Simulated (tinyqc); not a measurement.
Mobility of a non-polar semiconductor in the relaxation-time approximation: one step, computed by the program tinyqc.

Each valley is treated as a sphere of mass m_d for states and rates, with one isotropic relaxation time; the conductivity mass m_c sets the current.

Question. Masses. m_d = (m_l m_t^2)^(1/3); 1/m_c = (1/m_l + 2/m_t)/3; Hall mass factor A = 3 K_m (K_m + 2)/(2 K_m + 1)^2, K_m = m_l/m_t; N_I = n (1 + C)/(1 - C).

Inputs (values chosen for the exercise, modelled on electrons in diamond):
```
quantity                 value    unit
longitudinal mass m_l     1.53     m_0
transverse mass m_t      0.279     m_0
carrier density n      9.4e+18  1/cm^3
compensation ratio C         0       -
```

Band: Kane. Impurity formula: Brooks-Herring. Further scattering: neutral impurities.

Give: density-of-states mass m_d; conductivity mass m_c; Hall mass factor A; ionised impurity density N_I.

Answer.

density-of-states mass m_d = 0.49200 m_0

conductivity mass m_c = 0.38353 m_0

Hall mass factor A = 0.85963

ionised impurity density N_I = 9.40e+18 1/cm^3
